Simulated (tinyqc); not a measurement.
Depth of the donor: donor near an oxide interface in a gate field (two-state model).

Interface at z = 0 (hard wall), donor at z = d, field F pulling electrons to the interface: potential e F z; 1 kV/cm = 1e-5 eV/angstrom, c = hbar^2/2m0, q = e^2/(4 pi eps0), Q = (eps - eo)/(eps + eo). Donor state: E_D = e F d - ED - q Q/(4 eps d), the last term joining the images of ion and electron. Interface state: z exp(-b z/2) exp(-rho^2/(2 L^2)) with E_z = c b^2/(4 mz) + 3 e F/b + q Q b/(8 eps), minimised over b; in the plane at z = 3/b the ion (distance D = d - 3/b) and its image (D' = d + 3/b) give E_rho = c/(mt L^2) - (q/eps)(sqrt(pi)/L)[erfcx(D/L) + Q erfcx(D'/L)], erfcx(x) = exp(x^2) erfc(x), minimised over L. E_I = E_z + E_rho.

The two states couple by t = t0 exp(-D/aD) with t0 = q/(eps aD) (2 aD/L) sqrt(aD b/2) v, v a valley factor; this form is an estimate. With detuning u = E_D - E_I the splitting is sqrt(u^2 + 4 t^2) and the lower state has weight (1 - u/sqrt(u^2 + 4 t^2))/2 on the donor.

Constants: hbar^2/2m0 = 3.80998211 eV angstrom^2; e^2/(4 pi eps0) = 14.39964547 eV angstrom.

Values chosen for the exercise (near those of a donor in Si below SiO2, static dielectric constants; the results hold for these values, not for the real material): ED = 44.8 meV (bulk binding energy); mz = 0.924 m0 (mass across the interface); mt = 0.193 m0 (mass in the plane); eps = 11.4 (dielectric constant of the semiconductor); eo = 3.9 (dielectric constant of the oxide); aD = 18 angstrom (donor radius); v = 0.54 (valley factor); dl = (60, 80, 105, 135, 170, 215, 270) angstrom (depths).

Critical field, and the coupling, E_rho and L at that field.

Results:

| d (angstrom) | critical field (kV/cm) | e F d/ED | t (meV) | E_rho (meV) | L (angstrom) |
|---|---|---|---|---|---|
| 60 | 139.9 | 1.873 | 3.8 | -22.48 | 55 |
| 80 | 94.6 | 1.689 | 1.2 | -17.50 | 67 |
| 105 | 66.7 | 1.564 | 0.29 | -13.74 | 81 |
| 135 | 49.0 | 1.476 | 0.055 | -10.96 | 97 |
| 170 | 37.2 | 1.411 | 0.0079 | -8.89 | 114 |
| 215 | 28.3 | 1.357 | 0.00068 | -7.17 | 135 |
| 270 | 21.8 | 1.312 | 3.4e-05 | -5.81 | 159 |

What can be read from this table?

The critical field falls from 140 to 22 kV/cm, with exponent -1.24 in d, while t drops by a factor 1.1e+05, about e for each 18 angstrom at the end (aD = 18). One lattice plane (1.36 angstrom) of misplacement changes t by 7 % and the critical field by about 1.6 % at 105 angstrom.

tinyqc: `OMP_NUM_THREADS=1 python tinyqc.py 1250491 1250492 out.jsonl`; about 0.06 s, one thread, shared Intel(R) Xeon(R) Processor @ 2.30GHz.
